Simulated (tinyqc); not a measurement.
Tight binding, dimerised chain, step by step. One step of it, computed by the program tinyqc.

Problem. Bloch Hamiltonian at k. H_AA = +delta, H_BB = -delta, H_AB = -t1 - t2 exp(-i k a).

Parameters chosen for this model:

| parameter | value | unit |
|---|---|---|
| t1 | 0.560000 | eV, inside the cell |
| t2 | 0.670000 | eV, between cells |
| delta | 0 | eV, +/- on the two sites |

k point k (2 pi / a): 0.290000

Give: H(k) at k.

Solution.

H(k) at k (eV):
```
                 A                B
A           0.0000  -0.3934+0.6490i
B  -0.3934-0.6490i           0.0000
```
